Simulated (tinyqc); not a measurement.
# Undoped symmetric double-gate MOSFET, analytic potential model: output curve

An undoped body of thickness ts between two equal insulators and tied gates; long channel, electrons only, n = ni exp((psi - V)/Vt) with V the quasi-Fermi potential (0 at the source, Vd at the drain), constant mobility, no quantisation. Across the body psi(x) = V - 2 Vt ln[(ts/(2 beta)) sqrt(q ni/(2 eps0 eps_r Vt)) cos(2 beta x/ts)], x from the centre. Q is the electron charge per area of the whole body.

ni = sqrt(Nc Nv) exp(-Eg/(2 Vt)), Eg in volts; r = eps_r tox/(eox ts); V0 = dphi + 2 Vt ln[(2/ts) sqrt(2 eps0 eps_r Vt/(q ni))]. beta (between 0 and pi/2) solves (Vg - V0 - V)/(2 Vt) = ln(beta) - ln(cos beta) + 2 r beta tan(beta). Q = 8 eps0 eps_r Vt beta tan(beta)/ts; I = mu (1/L)(4 eps0 eps_r/ts)(2 Vt)^2 [g(beta_s) - g(beta_d)] per width, g = beta tan(beta) - beta^2/2 + r beta^2 tan^2(beta), with beta_s at V = 0 and beta_d at V = Vd.

Inputs (values chosen for the exercise); material values close to those of silicon:
```
symbol,value,unit,meaning
T,300,K,temperature
Eg,1.12,eV,band gap
eps_r,11.9,,relative permittivity of the semiconductor
Nc,2.79e19,cm^-3,conduction-band density of states at T
Nv,2.7e19,cm^-3,valence-band density of states at T
eox,9.2,,relative permittivity of the gate insulator
tox,2,nm,insulator thickness
ts,15,nm,body thickness
dphi,-0.16,V,gate work function less that of the intrinsic body
mu,110,cm^2/(V s),channel mobility
L,0.2,um,gate length
Vg,0.6,V,gate voltage
```

Constants: q = 1.602176634e-19 C, kB = 1.380649e-23 J/K, Vt = kB T/q, eps0 = 8.8541878128e-14 F/cm where lengths are in cm. Results are converted to the units shown.

Results:
```
Vd (V)  Qd (nC/cm^2)     Qd/Qs  I (uA/um)
0.06            1089    0.7470      41.94
0.16           548.1    0.3761      86.42
0.22           292.6    0.2008      100.1
0.27           136.2   0.09349      105.9
0.32           43.03   0.02952      108.2
0.38           5.909  0.004055      108.8
0.43          0.8950  6.141e-4      108.9
0.48          0.1303  8.941e-5      108.9
```

Estimate the missing row, Vd = 0.11 V.

Computed row:
```
Vd (V)  Qd (nC/cm^2)   Qd/Qs  I (uA/um)
0.11           804.1  0.5517      67.91
```

With this row back in the table: The current rises from 41.9 to 109 uA/um, while the charge at the drain end falls from 0.75 to 8.9e-5 of that at the source. The current first comes within 1 % of its last value at Vd = 0.32 V among the rows. Over the last rows Qd falls by a factor of e for each Vt of drain voltage: the drain end is in weak inversion. In every row the surface density at the source passes 0.3 Nc, where Boltzmann statistics fail.

Program tinyqc, `OMP_NUM_THREADS=1 python tinyqc.py 2440098 2440099 out.jsonl`; Intel Xeon 2.30GHz, shared host, one thread, about 0.01 s.
